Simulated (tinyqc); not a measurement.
# Via and link resistance from two via chains

Question. A chain of 5000 vias joined by 5000 metal links has R = 5000 (Rv + Rlink), with Rlink proportional to the link length. Find Rv, Rlink for length L, and the value of Rv that the short chain would give if the links were ignored.

resistance of chains of 5000 links with link lengths L and 3 L (ohm): [33000, 49000]

Solution. R per link is a straight line in the link length; its intercept at zero length is Rv.

Rv = 5.00 ohm
Rlink = 1.60 ohm
Rv without correction = 6.60 ohm

tinyqc, about 0.01 s, one thread, Intel Xeon 2.30GHz (shared host): `OMP_NUM_THREADS=1 python tinyqc.py 2750070 2750071 out.jsonl`
